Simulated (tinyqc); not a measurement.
## Gap voltage and exponent from three temperatures

Question. At constant current VBE(T) = Vg0 - a T - eta (kB T/q) ln T, where a is a constant. Find Vg0, eta and dVBE/dT at the middle temperature.

Constants: q = 1.602176634e-19 C, kB = 1.380649e-23 J/K. Results are converted to the units shown.

T (K): 233  253  330
VBE at a constant current (V): 0.8291268573  0.7908910310  0.6390422098

Answer. The relation is linear in Vg0, a and eta, so three points give a linear system; the slope is (VBE - Vg0 - eta kB T/q)/T. eta rests on the curvature of VBE(T) alone, so real fits need accuracy of some tens of microvolts or better.

Vg0 = 1.193 V
eta = 3.900
dVBE/dT = -1.925 mV/K

Numbers from tinyqc (`OMP_NUM_THREADS=1 python tinyqc.py 2062043 2062044 out.jsonl`; about 0.02 s on one thread of a shared Intel Xeon 2.30GHz).
